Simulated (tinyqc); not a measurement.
Band-to-band tunnelling across a p-n junction in a two-band chain: one step. Recursive Green function. Three cases, with inputs chosen for the exercise.

Question. g_1 = 1/(E - e_1 - S_L); g_j = 1/(E - e_j - t^2 g_(j-1)), with S_R also subtracted at the last site; G_1j = G_1(j-1) (-t) g_j, G_11 = g_1; e_j is the site level plus V_j. The self-energies stand in the order S_L, S_R.

Sites alternate A at -Eg/2 and C at +Eg/2 with hopping -t; near the edges, with k counted from the zone boundary pi/a, E^2 = (Eg/2)^2 + (t a k)^2, so t = sqrt(c Eg/m)/a gives the mass m, c = hbar^2/2m0. In the gap cosh(q a) = 1 + (Eg^2/4 - e^2)/(2 t^2), e the energy from the local mid-gap. The potential is V0 = Eg + ov on the p side (left), 0 on the n side, and falls linearly over the 2N sites of the junction, V_j = V0 (1 - j/(2N + 1)), j = 1 to 2N, site 1 being A. E = Eg/2 + x ov. A half chain that ends on a site of level e1 with neighbour e2 has g = (1 + z)/(E - e1), z = exp(-/+ i k a) the root with Im g < 0, cos(k a) = (E - e1)(E - e2)/(2 t^2) - 1. S_L = t^2 g (ending on C, shifted by V0), S_R = t^2 g (starting on A). T = 4 Im(S_L) Im(S_R) |G_(1,2N)|^2.

Give: Sweep; T.

Case 1.

Values chosen (out of a larger set: gap and mass near those of InAs; not measured data): Eg = 0.374 eV (gap); N = 5 (periods in the small junction).

t = 1.914406 eV
V0 = 0.604000 eV
E = 0.318100 eV

S_L, S_R (eV): [-0.0494500-0.8740852i, 0.0655500-0.9731140i]

Answer.

Sweep:
```
j   e_j (eV)       g_j (1/eV)      G_1j (1/eV)
1     0.3621   0.0071-1.1440i   0.0071-1.1440i
2     0.6812  -0.0220-0.2365i   0.5182-0.0448i
3     0.2523   0.1894-1.1219i  -0.0915+1.1292i
4     0.5714  -0.0532-0.2309i  -0.5086+0.0746i
5     0.1425   0.4341-0.9913i   0.2812-1.0272i
6     0.4615  -0.1070-0.2242i   0.4984-0.0898i
7     0.0326   0.5975-0.7244i  -0.4456+0.7938i
8     0.3517  -0.1854-0.2214i  -0.4946+0.0929i
9    -0.0772   0.5927-0.4474i   0.4816-0.5290i
10    0.2419  -0.1880-0.2272i   0.4035+0.0191i
```

T = 0.5550

Case 2.

Values chosen (out of a larger set: gap and mass near those of GaSb; not measured data): Eg = 0.712 eV (gap); N = 5 (periods in the small junction).

t = 1.314640 eV
V0 = 1.002000 eV
E = 0.573500 eV

S_L, S_R (eV): [-0.0362500-0.3980023i, 0.1087500-0.6265662i]

Answer.

Sweep:
```
j   e_j (eV)       g_j (1/eV)      G_1j (1/eV)
1     0.5549   0.3398-2.4657i   0.3398-2.4657i
2     1.1758  -0.0608-0.2177i   0.7328-0.0997i
3     0.3727   1.3009-1.6006i  -1.0434+1.7126i
4     0.9936  -0.1806-0.1873i  -0.6694+0.1498i
5     0.1905   1.1823-0.5504i   0.9320-0.7172i
6     0.8115  -0.3734-0.1557i   0.6043-0.1613i
7     0.0084   0.7872-0.1750i  -0.5883+0.3060i
8     0.6293  -0.6753-0.1442i  -0.5803+0.1601i
9    -0.1738   0.5137-0.0669i   0.3778-0.1591i
10    0.4471  -0.6653-0.5675i   0.4491+0.1426i
```

T = 0.2215

Case 3.

Values chosen (out of a larger set: gap and mass near those of GaSb; not measured data): Eg = 0.735 eV (gap); N = 5 (periods in the small junction).

t = 1.391044 eV
V0 = 1.125000 eV
E = 0.543000 eV

S_L, S_R (eV): [-0.1072500-0.6524039i, 0.0877500-0.6043792i]

Answer.

Sweep:
```
j   e_j (eV)       g_j (1/eV)      G_1j (1/eV)
1     0.6552  -0.0117-1.5327i  -0.0117-1.5327i
2     1.2880  -0.0775-0.3183i   0.6774-0.1705i
3     0.4507   0.5532-1.4060i  -0.1878+1.4559i
4     1.0834  -0.1611-0.2722i  -0.5933+0.2552i
5     0.2461   0.9396-0.8129i   0.4868-1.0045i
6     0.8789  -0.3028-0.2211i   0.5140-0.2733i
7     0.0416   0.7964-0.3134i  -0.4503+0.5269i
8     0.6743  -0.5285-0.1916i  -0.4715+0.2673i
9    -0.1630   0.5531-0.1186i   0.3186-0.2835i
10    0.4698  -0.5794-0.4455i   0.4324-0.0310i
```

T = 0.2965

Computed by tinyqc, one run a case: `OMP_NUM_THREADS=1 python tinyqc.py N N+1 out.jsonl` with N = 1480090, 1480222, 1481043; one thread of a shared Intel(R) Xeon(R) Processor @ 2.30GHz, about 0.01 s a run at most.
